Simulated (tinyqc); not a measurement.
# Inputs raised by 2 %, one at a time

Model: valley-orbit splitting of a donor ground state, with strain. Computed by tinyqc, a small Python program. Command: `OMP_NUM_THREADS=1 python tinyqc.py 3007788 3007789 out.jsonl valleyorbit sens`. One thread of a shared host (Intel(R) Xeon(R) Processor @ 2.30GHz), about 0.01 s of CPU time with the checks.

The basis is the 1s envelope in each valley; energies are counted from the unstrained conduction-band edge. The strain is e_s (a a^T - 1/3) for the unit stress axis a, so valley j along n_j moves by Xi_u e_s w_j with w_j = (n_j.a)^2 - 1/3: +1/3 for [111] and [-1-11], -1/3 for the others.

Inputs (values chosen for the exercise, modelled on donors in germanium):

| quantity | value | unit |
|---|---|---|
| single-valley binding energy E_0 | 10.1 | meV |
| central-cell shift Lambda | 0.49 | meV |
| coupling Delta_1 | 0.28 | meV |
| shear deformation potential Xi_u | 16.6 | eV |
| shear strain e_s | 0.00056 | - |
| temperature T | 4.2 | K |
| donor density N_D | 5.3e+14 | cm^-3 |
| density-of-states mass of one valley m_e | 0.216 | m_0 |

Valleys: four along <111>. Stress axis: [110].

Constants: k_B = 8.617333262e-05 eV/K; m_0 = 9.1093837015e-31 kg; k_B = 1.380649e-23 J/K; h = 6.62607015e-34 J s.

Method:
- H_jj = -(E_0 + Lambda) + Xi_u e_s w_j; H_jk = -Delta_1 between any two valleys.
- Diagonalise H; the ground vector has positive components. The density at the nucleus, and so the contact hyperfine coupling, scales as (sum_j c_j)^2/(number of valleys), which is 1 without strain; the envelopes are held fixed.
- The binding energy is counted from the lowest valley edge, min_j Xi_u e_s w_j; the gap is from the ground state to the next level.
- z = sum over levels of exp(-(E - E_ground)/k_B T), the ground-state share being 1/z; N_c = 2 (2 pi m_e k_B T/h^2)^(3/2) sum_j exp(-(shift_j - lowest shift)/k_B T); n1 = N_c/(2 z) exp(-binding/k_B T), binding = lowest shift - E_ground; without compensation n = 2 N_D/(1 + sqrt(1 + 4 N_D/n1)) (Boltzmann statistics; p and higher states left out).

Runs:

| input moved | from | to | binding energy under strain (meV) | gap to the first excited state (meV) | free electrons n (cm^-3) | share of neutral donors in the ground state |
|---|---|---|---|---|---|---|
| base run | - | - | 10.92 | 0.6102 | 3.834e+08 | 0.8437 |
| single-valley binding energy E_0 (meV) | 10.1 | 10.302 | 11.12 | 0.6102 | 2.900e+08 | 0.8437 |
| central-cell shift Lambda (meV) | 0.49 | 0.4998 | 10.93 | 0.6102 | 3.782e+08 | 0.8437 |
| coupling Delta_1 (meV) | 0.28 | 0.2856 | 10.93 | 0.6234 | 3.804e+08 | 0.8484 |
| shear deformation potential Xi_u (eV) | 16.6 | 16.932 | 10.92 | 0.6092 | 3.838e+08 | 0.8433 |
| shear strain e_s | 0.00056 | 0.0005712 | 10.92 | 0.6092 | 3.838e+08 | 0.8433 |
| temperature T (K) | 4.2 | 4.284 | 10.92 | 0.6102 | 5.217e+08 | 0.8393 |
| donor density N_D (cm^-3) | 5.3e+14 | 5.406e+14 | 10.92 | 0.6102 | 3.872e+08 | 0.8437 |

Exponents ln(y'/y) / ln(x'/x):

| input | binding energy under strain | gap to the first excited state | free electrons n | share of neutral donors in the ground state |
|---|---|---|---|---|
| single-valley binding energy E_0 | 0.926 | 0.000 | -14.092 | 0.000 |
| central-cell shift Lambda | 0.045 | 0.000 | -0.684 | 0.000 |
| coupling Delta_1 | 0.035 | 1.082 | -0.389 | 0.284 |
| shear deformation potential Xi_u | -0.004 | -0.080 | 0.057 | -0.021 |
| shear strain e_s | -0.004 | -0.080 | 0.057 | -0.021 |
| temperature T | 0.000 | 0.000 | 15.555 | -0.265 |
| donor density N_D | 0.000 | 0.000 | 0.500 | 0.000 |

Among the inputs moved here: binding energy under strain answers most in size to single-valley binding energy E_0 (exponent +0.926), next to central-cell shift Lambda (+0.045); its exponent is below 0.0005 for temperature T, donor density N_D. gap to the first excited state answers most in size to coupling Delta_1 (exponent +1.082), next to shear deformation potential Xi_u (-0.080); its exponent is below 0.0005 for single-valley binding energy E_0, central-cell shift Lambda, temperature T, donor density N_D. free electrons n answers most in size to temperature T (exponent +15.555), next to single-valley binding energy E_0 (-14.092). Its exponent +0.500 in donor density N_D: freeze-out, n = sqrt(n1 N_D). Share of neutral donors in the ground state answers most in size to coupling Delta_1 (exponent +0.284), next to temperature T (-0.265); its exponent is below 0.0005 for single-valley binding energy E_0, central-cell shift Lambda, donor density N_D.
